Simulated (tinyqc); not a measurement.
## Line constants from open and short measurements

Problem. A uniform line of length len, under a quarter wavelength, has Z_open = Zc coth(gamma len) and Z_short = Zc tanh(gamma len); gamma Zc = r + i w l and gamma/Zc = g + i w c, w = 2 pi f. Find r, l and c.

Parameters, values chosen for the exercise: length len = 1.3 mm; frequency f = 0.58 GHz.

Zin with the far end open = 15.0076-1121.0417i ohm
Zin with the far end shorted = 11.386102+1.054026i ohm

Answer. The product of the two impedances is Zc^2 and their ratio tanh^2(gamma len); the principal branch holds below a quarter wavelength.

r = 8.75 ohm/mm
l = 0.231 nH/mm
c = 188 pF/m

tinyqc, about 0.01 s, one thread, Intel Xeon 2.30GHz (shared host): `OMP_NUM_THREADS=1 python tinyqc.py 2810197 2810198 out.jsonl`
